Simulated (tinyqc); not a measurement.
Worked calculation: quantum-confined Stark effect in a modulator well. Values are carried at full precision from step to step, so a last printed digit may differ when a step is redone from the rounded ones.

Constants: hbar^2/2m0 = 3.80998211 eV angstrom^2; e^2/(4 pi eps0) = 14.39964547 eV angstrom; hc = 1239.841984 eV nm.

Values chosen for the exercise (near those of an InGaAs well in InAlAs; not measured data):

| symbol | value | unit | meaning |
|---|---|---|---|
| L | 116 | angstrom | well width |
| me | 0.0416 | m0 | electron, well |
| mh | 0.354 | m0 | heavy hole along z, well |
| F | 74 | kV/cm | field |
| Vc | 0.495 | eV | conduction offset |
| Vv | 0.204 | eV | heavy-hole offset |
| meb | 0.0765 | m0 | electron, barrier |
| mhb | 0.439 | m0 | heavy hole, barrier |
| Eg | 0.755 | eV | gap of the well |
| mp | 0.104 | m0 | heavy hole in the plane |
| eps | 13.8 |  | dielectric constant |
| dE | 19 | meV | operating point below the zero-field line |
| G | 6 | meV | half width of the exciton line |

## Estimate for hard walls

Second order: each level moves by -C m (e F)^2 L^4/(2c), C = (15/pi^2 - 1)/(24 pi^2), c = hbar^2/2m0, 1 kV/cm = 1e-5 eV/angstrom. It holds while e F L is no more than about twice 3 c pi^2/(m L^2).

Estimate:

| carrier | shift (meV) | e F L over the level spacing |
|---|---|---|
| electron | -1.19 | 0.43 |
| heavy hole | -10.11 | 3.62 |

The hole, 8.5 times heavier, carries 89 % of the estimated shift; for it the ratio exceeds 3, so second order overstates its shift, by 13 % at a ratio of 3 and 60 % at 8.

## Levels and envelopes

Envelopes on cells of 0.5 angstrom over the well |z| < L/2 and 45 angstrom of barrier on each side, psi = 0 beyond, psi'/m continuous (mean mass between points), c = hbar^2/2m0. The electron sees + e F z and the hole - e F z, each with its offset in the barriers; 1 kV/cm = 1e-5 eV/angstrom. Light holes, band mixing and escape by tunnelling are left out.

Ground levels, squared overlap and separation <z>_h - <z>_e without and with the field.

Results:

| F (kV/cm) | E_e (meV) | E_h (meV) | overlap^2 | separation (angstrom) |
|---|---|---|---|---|
| 0 | 38.82 | 6.07 | 0.985 | 0.0 |
| 74 | 35.40 | -6.80 | 0.492 | 37.5 |

The electron level moves by -3.42 meV (2.9 times the hard-wall estimate, since it leaks into the barriers and sees a wider well) and the hole level by -12.87 meV (1.27 times).

## Exciton

Exciton: in-plane function exp(-rho/lam), 1/mu = 1/me + 1/mp, E(lam) = c/(mu lam^2) - (q/eps) times the integral over k of Fm(k)(1 + (k lam/2)^2)^(-3/2), Fm(k) the double integral of psi_e^2 psi_h^2 exp(-k |z - z'|), q = e^2/(4 pi eps0); binding Eb = -E at the minimum. Line at Eg + E_e + E_h - Eb, strength proportional to overlap^2/lam^2.

Minimise over lam without and with the field.

Results:

| F (kV/cm) | lam (angstrom) | Eb (meV) | line (eV) | nm | overlap^2/lam^2 (1e-4/angstrom^2) |
|---|---|---|---|---|---|
| 0 | 186.6 | 5.27 | 0.7946 | 1560.3 | 0.2831 |
| 74 | 206.8 | 4.65 | 0.7789 | 1591.7 | 0.1151 |

The weaker binding gives back 0.62 meV of the red shift, leaving 15.7 meV; the strength falls to 41 %.

## Contrast at the operating point

With a Gaussian line of half width G, the absorption at E_op = line(0) - dE is proportional to strength x exp(-ln2 ((E_op - line)/G)^2); continuum absorption is left out. Give it at both fields, relative to the zero-field peak.

E_op = 0.7756 eV
wavelength = 1598.5 nm

absorption without and with the field: 0.00096  0.33

The field changes the absorption by +0.33 of the zero-field peak. With dE above 2G the Gaussian tail at zero field is weak; real tails fall only exponentially and absorb more.

## Checks

- Zero-field levels against the matching condition of the square well, meV: largest difference 1.1e-03.
- Slope d(E_e + E_h)/dF against minus the separation (Hellmann-Feynman), angstrom: both -37.5.

Run: tinyqc, `OMP_NUM_THREADS=1 python tinyqc.py 1252445 1252446 out.jsonl`; Intel(R) Xeon(R) Processor @ 2.30GHz, one thread, shared host; about 0.1 s of CPU time with all checks.
